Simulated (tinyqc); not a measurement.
Thickness series: Landau-Devonshire theory of a uniaxial ferroelectric. Computed by tinyqc, a small Python program. Command: `OMP_NUM_THREADS=1 python tinyqc.py 3008095 3008096 out.jsonl ferro walk`. One thread of a shared host (Intel(R) Xeon(R) Processor @ 2.30GHz), about 0.01 s of CPU time with the checks.

G(P) = (alpha/2) P^2 + (beta*/4) P^4 + (gamma/6) P^6 - E P per volume, SI units, one domain, P along the polar axis, which is normal to the film.

Inputs (values chosen for the exercise, for a model ferroelectric):

| quantity | value | unit |
|---|---|---|
| alpha_0 | 1.31e+06 | J m/(C^2 K) |
| Curie-Weiss temperature T0 | 690 | K |
| beta | -3.56e+08 | J m^5/C^4 |
| gamma | 3.45e+09 | J m^9/C^6 |
| temperature T | 581 | K |
| misfit strain u_m | -0.0029 | - |
| electrostriction Q12 | -0.038 | m^4/C^2 |
| compliance s11 + s12 | 3.6e-12 | m^2/N |
| film thickness d | 4.3 | nm |
| screening length lambda | 0.018 | nm |
| background permittivity eps_b | 8 | - |
| series capacitance C_d | 1.1 | microfarad/cm^2 |

Sample: epitaxial film.

Constants: eps_0 = 8.8541878128e-12 F/m.

Method:
- alpha = alpha_0 (T - T0*), with clamping: T0* = T0 + 4 Q12 u_m/(alpha_0 (s11 + s12)), beta* = beta + 4 Q12^2/(s11 + s12).
- Ps^2 = [-beta* + sqrt(beta*^2 - 4 alpha gamma)]/(2 gamma).
- chi = 1/(eps_0 G''), G'' = alpha + 3 beta* P^2 + 5 gamma P^4 at Ps. Ps, chi and the coercive field are for perfect screening, without a depolarising field. The intrinsic coercive field is |alpha P + beta* P^3 + gamma P^5| at the P_c where G'' = 0. 1 C/m^2 = 100 microcoulomb/cm^2.
- Between shorted electrodes with screening length lambda each, the depolarising field is -k P, k = 2 lambda/(eps_0 (d + 2 lambda eps_b)), so alpha turns into alpha + k.
- The polar state is the lowest uniform state while alpha + k < 0 (beta* > 0) or < 3 beta*^2/(16 gamma) (beta* < 0); setting the equality gives the critical thickness d_c.
- Domains are left out, though they can pre-empt both the loss of P and the state at P = 0. The second and third columns are for the shorted capacitor, polar only where it is the lowest uniform state: alpha + k < 0 (beta* > 0) or < 3 beta*^2/(16 gamma) (beta* < 0). The last column is another circuit, the film in series with C_d at P = 0: 1/C = (alpha d)/(1 + alpha eps_0 eps_b) + 1/C_d, and P = 0 is locally stable while 1/C > 0; a dash marks the rest.

alpha = -2.65234e+08 J m/C^2

beta* = 1.24844e+09 J m^5/C^4

critical thickness d_c = 15.0414 nm

spontaneous polarisation Ps = 38.7492 microcoulomb/cm^2

Against thickness:

| d (nm) | P (microcoulomb/cm^2) | depolarising field (MV/m) | C of the stack / C_d |
|---|---|---|---|
| 1 | 0.000 | 0.000 | 1.0030 |
| 2 | 0.000 | 0.000 | 1.0060 |
| 3 | 0.000 | 0.000 | 1.0090 |
| 5 | 0.000 | 0.000 | 1.0151 |
| 8 | 0.000 | 0.000 | 1.0244 |
| 15 | 0.000 | 0.000 | 1.0467 |
| 30 | 29.150 | 39.131 | 1.0979 |
| 60 | 34.523 | 23.282 | 1.2171 |
| 150 | 37.160 | 10.053 | 1.8051 |

What follows from these numbers?

The polar state appears between 15 and 30 nm (d_c = 15.0 nm), and at 150 nm P is 95.9 % of Ps. The stack exceeds C_d wherever it is stable, up to 1.81 times: the ferroelectric held at P = 0 acts as a negative capacitance.

Extremes, crossings and ranges named in words are read from the listed rows.
